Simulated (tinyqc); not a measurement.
n-type polysilicon, carrier trapping at grain boundaries: effect of the doping.

One-dimensional grains of size Lg, uniform ionised doping N, monovalent traps Qt at each boundary at a depth Et below (for electrons) or above (for holes) the band edge there, abrupt depletion of width W on each side of a boundary, Boltzmann statistics. xi is the distance from the band edge at the grain centre to the Fermi level. Trapped charge Qt/(1 + exp((xi + VB - Et)/Vt)) = 2 N W, barrier VB = q N W^2/(2 eps0 eps_r).

If the trap equation with xi = Vt ln(NB/N) has a root W < Lg/2, the grain is partly depleted; otherwise W = Lg/2 and the trap equation gives xi = Et - VB + Vt ln(Qt/(N Lg) - 1). N* = Qt/Lg. n0 = NB exp(-xi/Vt); mean density n0 (1 - 2 W/Lg) by charge balance in a partly depleted grain, and n0 (sqrt(pi)/2) erf(u)/u with u = sqrt(VB/Vt) in a fully depleted one; v = sqrt(kB T/(2 pi ms m0)); barrier resistivity Vt exp(VB/Vt)/(q fe n0 v Lg); grain resistivity (1 - 2 W/Lg)/(q n0 mug); effective mobility 1/(q mean density total resistivity). Rows with xi above 0.45 V, towards mid-gap, are left out, since the other carrier type is ignored.

Parameters, values chosen for the exercise; values of the order met in polycrystalline silicon: temperature T = 350 K; relative permittivity eps_r = 11.7; conduction-band density of states at T NB = 3.53e19 cm^-3; grain size Lg = 20 nm; trap density of a grain boundary Qt = 1.6e12 cm^-2; depth of the trap level from the majority band edge at the boundary Et = 0.42 eV; mass for thermionic emission ms = 0.47 m0; correction factor of the emission rate fe = 0.5; mobility inside the grains mug = 71 cm^2/(V s).

Constants: q = 1.602176634e-19 C, kB = 1.380649e-23 J/K, m0 = 9.1093837015e-31 kg, Vt = kB T/q, eps0 = 8.8541878128e-14 F/cm where lengths are in cm. Results are converted to the units shown.

Results:

| N (cm^-3) | N/N* | depleted share 2 W/Lg | VB (V) | xi (V) | mean density (cm^-3) | resistivity (ohm cm) | effective mobility (cm^2/(V s)) |
|---|---|---|---|---|---|---|---|
| 2.6e17 | 0.32500 | 1.0000 | 0.020106 | 0.42194 | 2.4200e13 | 2916.9 | 88.420 |
| 4.8e17 | 0.60000 | 1.0000 | 0.037118 | 0.37065 | 1.1460e14 | 936.28 | 58.168 |
| 8.9e17 | 1.1125 | 0.89867 | 0.055583 | 0.11100 | 9.0179e16 | 0.32515 | 212.86 |
| 1.6e18 | 2.0000 | 0.49997 | 0.030928 | 0.093313 | 8.0004e17 | 0.10488 | 74.386 |
| 5.7e18 | 7.1250 | 0.14035 | 0.0086825 | 0.054995 | 4.9000e18 | 0.023650 | 53.860 |
| 1.1e19 | 13.750 | 0.072727 | 0.0044991 | 0.035167 | 1.0200e19 | 0.012098 | 50.580 |

Estimate the missing row, N = 3.1e18 cm^-3.

Computed row:

| N (cm^-3) | N/N* | depleted share 2 W/Lg | VB (V) | xi (V) | mean density (cm^-3) | resistivity (ohm cm) | effective mobility (cm^2/(V s)) |
|---|---|---|---|---|---|---|---|
| 3.1e18 | 3.8750 | 0.25806 | 0.015964 | 0.073365 | 2.3000e18 | 0.045365 | 59.819 |

With this row back in the table: As N goes from 2.6e17 to 1.1e19, VB goes from 0.0201 through a maximum of 0.0556 (at N = 8.9e17 among the rows listed) to 0.00450 V, the resistivity falls from 2920 to 0.0121 ohm cm and the effective mobility moves up and down between 50.6 and 213 cm^2/(V s). The steepest fall of the resistivity among the rows, as N^(-12.9), lies between N = 4.8e17 and 8.9e17 cm^-3; N* = 8.00e17 cm^-3. While the grain is fully depleted VB grows as N; once the traps are full it falls as 1/N. For N = 3.1e18, 5.7e18, 1.1e19 xi is under 2.5 Vt, where Boltzmann statistics begin to fail. For N = 2.6e17, 3.1e18, 5.7e18, 1.1e19 VB is below Vt, where abrupt depletion and thermionic emission are rough. For N = 8.9e17, 1.6e18 the grain is near the changeover between partial and full depletion, within a few Debye lengths, where both limits are rough. For N = 2.6e17, 8.9e17, 1.6e18 the effective mobility exceeds mug, since drift through the depleted part of the grain is left out.

tinyqc, about 0.01 s, one thread, Intel Xeon 2.30GHz (shared host): `OMP_NUM_THREADS=1 python tinyqc.py 2830018 2830019 out.jsonl`
